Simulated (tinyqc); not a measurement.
# A chain with uneven site energies and dephasing by Buettiker voltage probes: effects of single changes

Sites 1 to 3 form a chain with hopping -t. Lead L joins site 1 and lead R site 3, both semi-infinite chains with hopping -t and site energy 0. Every site carries a probe with self-energy -i Gamma_p/2 that draws no net current. Linear response at zero temperature: mu_L = 1, mu_R = 0 in units of the bias.

Values chosen for this exercise:
- t = 2.4 eV (hopping (matrix element -t))
- U = [-2.58, 1.32, -2.29] eV (site energies 1 to N)
- E = -3.12 eV (Fermi energy)
- gp = 1.5 eV (probe broadening Gamma_p)

Constants: q = 1.602176634e-19 C, h = 6.62607015e-34 J s. Results are converted to the units shown.

Each table varies one quantity; the others keep the values above.

## Effect of the dephasing strength

Sigma = t^2 g(E), g(x) = (x - i sqrt(4 t^2 - x^2))/(2 t^2) for |x| < 2 t and (x - sign(x) sqrt(x^2 - 4 t^2))/(2 t^2) otherwise; Gamma = -2 Im Sigma; G = (E - H - Sigma_L - Sigma_R + i Gamma_p/2)^(-1). With Gamma the broadening by one lead, T_RL = Gamma^2 |G_(3,1)|^2, T_pL = Gamma Gamma_p |G_(p,1)|^2, T_pR = Gamma Gamma_p |G_(p,3)|^2, T_pq = Gamma_p^2 |G_(p,q)|^2 for p != q. No current into probe p: W mu = T_pL with W_pp = T_pL + T_pR + sum_q T_pq and W_pq = -T_pq. Then T_eff = T_RL + sum_p T_pR mu_p, and the resistance is (h/2q^2)/T_eff. Without probes means Gamma_p = 0.

Results:
```
gp (eV),T_RL,through probes,T_eff,resistance (kohm)
0.032,0.34894,0.0061893,0.35513,36.343
0.11,0.33214,0.020572,0.35271,36.592
0.21,0.31188,0.037632,0.34951,36.927
0.4,0.27701,0.066189,0.34320,37.607
0.75,0.22345,0.10767,0.33111,38.979
1.4,0.15178,0.15678,0.30856,41.828
2.7,0.073362,0.19408,0.26744,48.259
5.1,0.022144,0.18661,0.20875,61.826
9.5,0.0035809,0.13541,0.13899,92.859
```

Estimate the missing row, gp = 0.06 eV.

Computed row:
```
gp (eV),T_RL,through probes,T_eff,resistance (kohm)
0.06,0.34280,0.011465,0.35427,36.431
```

With this row back in the table: Without probes the transmission is 0.356. T_eff falls from 0.355 to 0.139; the direct part falls from 0.349 to 0.00358 and the part through probes goes from 0.00619 through a maximum of 0.194 (at gp = 2.7 eV among the rows listed) to 0.135. At this energy dephasing lowers T_eff from the start: the probes give back less than the direct part loses.

## Coherent and dephased transmission against energy

Same model as above.

Coherent and dephased transmission against energy:
```
E (eV),T without probes,T_eff
-4.32,0.6020,0.3783
-3.6,0.4150,0.3251
-2.88,0.3359,0.2987
-2.16,0.2971,0.2895
-1.44,0.2797,0.2918
-0.72,0.2771,0.3034
0,0.2881,0.3232
0.72,0.3156,0.3510
1.44,0.3685,0.3866
2.16,0.4689,0.4294
2.88,0.6700,0.4673
3.6,0.9826,0.4471
4.32,0.4378,0.2957
```

Without probes T lies between 0.277 and 0.983 in these rows, with them between 0.289 and 0.467. The probes lower it in 8 rows and raise it in 5; the largest relative gain is at E = 0 eV, where the coherent value is 0.288.

## Resistance against length

With Gamma the broadening by one lead, T_RL = Gamma^2 |G_(last,1)|^2, T_pL = Gamma Gamma_p |G_(p,1)|^2, T_pR = Gamma Gamma_p |G_(p,last)|^2, T_pq = Gamma_p^2 |G_(p,q)|^2 for p != q. The list U is repeated k times, each site with its probe.

Result of one run:
```
k,sites,T without probes,T_eff,resistance (kohm)
12,36,2.472e-6,0.03456,373.4
```

What becomes of these results when the number of repeats k is changed from 12 to 3, all else the same?

Result of the changed run:
```
k,sites,T without probes,T_eff,resistance (kohm)
3,9,0.03062,0.1116,115.6
```

The whole series:
```
k,sites,T without probes,T_eff,resistance (kohm)
1,3,0.3561,0.3052,42.29
2,6,0.09639,0.1553,83.09
3,9,0.03062,0.1116,115.6
4,12,0.01041,0.08931,144.5
6,18,0.001276,0.06405,201.5
8,24,1.588e-4,0.04987,258.8
12,36,2.472e-6,0.03456,373.4
16,48,3.848e-8,0.02645,488.0
```

The resistance rises from 42.3 to 488 kohm, by 9.55 kohm a site between k = 8 and 12 and 9.55 between 12 and 16: Ohm's law, R = R0 + rho N with the extrapolated intercept R0 = 29.5 kohm (h/2q^2 = 12.91 kohm). The intercept differs from h/2q^2, since the ends of the chain scatter differently from its bulk, so no mean free path is read from it. Without probes T has fallen to 3.85e-8.

Program tinyqc, `OMP_NUM_THREADS=1 python tinyqc.py 2700006 2700007 out.jsonl`; Intel Xeon 2.30GHz, shared host, one thread, about 0.01 s.
